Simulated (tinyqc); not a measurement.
Course in time: spin coating of a resist or spin-on film: centrifugal thinning, evaporation and the final thickness (Emslie and Meyerhofer models). Computed by tinyqc, a small Python program. Command: `OMP_NUM_THREADS=1 python tinyqc.py 3110026 3110027 out.jsonl spincoat walk`. One thread of a shared host (Intel(R) Xeon(R) Processor @ 2.30GHz), about 0.08 s of CPU time with the checks.

A Newtonian film stays uniform over the wafer; solvent and solids have the same density and the concentration is uniform through the thickness.

Inputs (values chosen for the exercise, of the order of those of a polymer resist in an ester solvent): solids volume fraction c0 = 0.11; kinematic viscosity of the solvent nu_s = 1.6 mm^2/s; viscosity constant k = 520 mm^2/s; viscosity exponent gamma = 3.1; spin speed f = 2000 rpm; evaporation rate at 1000 rpm e0 = 0.41 micrometre/s; starting thickness h0 = 200 micrometre; wafer radius R = 50 mm; shrinkage in the bake = 6.5 %.

Method:
- omega = 2 pi f/60; nu(c) = nu_s + k c^gamma; evaporation rate e = e0 sqrt(f/1000 rpm).
- Flow constant K = 2 omega^2/(3 nu(c0)); Reynolds number of the air omega R^2/nu_air with nu_air = 15 mm^2/s.
- Meyerhofer estimate: flow rules until (1 - c0) K h^3 = e, then evaporation alone: h_w = (e/((1 - c0) K))^(1/3), dry film c0 h_w.
- Full model for solids s and liquid l per area, h = s + l, c = s/h: ds/dt = -c Q, dl/dt = -(1 - c) Q - e, Q = 2 omega^2 h^3/(3 nu(c)); integrated adaptively (relative tolerance 1e-9) until l = 0.
- Dry film = s at l = 0, before the bake; film after the bake = s x (1 - shrinkage).
- Times are fractions of the time to dry.

omega = 209.440 1/s

evaporation rate e = 0.579828 micrometre/s

dry film = 432.102 nm

dry film, estimate = 399.796 nm

History:
```
fraction   t (s)  h (micrometre)        c  nu (mm^2/s)         Q/e  s (nm)
0.003     0.0211          40.901  0.11002        2.155  1.6010e+03  4500.0
0.010     0.0703          22.728  0.11013        2.157  2.7448e+02  2503.1
0.030     0.2110          13.150  0.11069        2.166  5.2946e+01  1455.5
0.100     0.7034           7.112  0.11426        2.224  8.1569e+00   812.6
0.200     1.4067           4.870  0.12266        2.378  2.4495e+00   597.4
0.350     2.4618           3.418  0.14284        2.847  7.0757e-01   488.3
0.500     3.5168           2.553  0.17588        3.978  2.1090e-01   448.9
0.700     4.9235           1.661  0.26115        9.698  2.3850e-02   433.9
0.900     6.3302           0.840  0.51446       67.849  4.4055e-04   432.1
```

Q/e drops below 1 between t = 1.4 and 2.5 s, when c has risen from 0.11 to about 0.143; after that row the solids fall by a further 12 %. The full model gives 1.08 times the two-stage estimate.
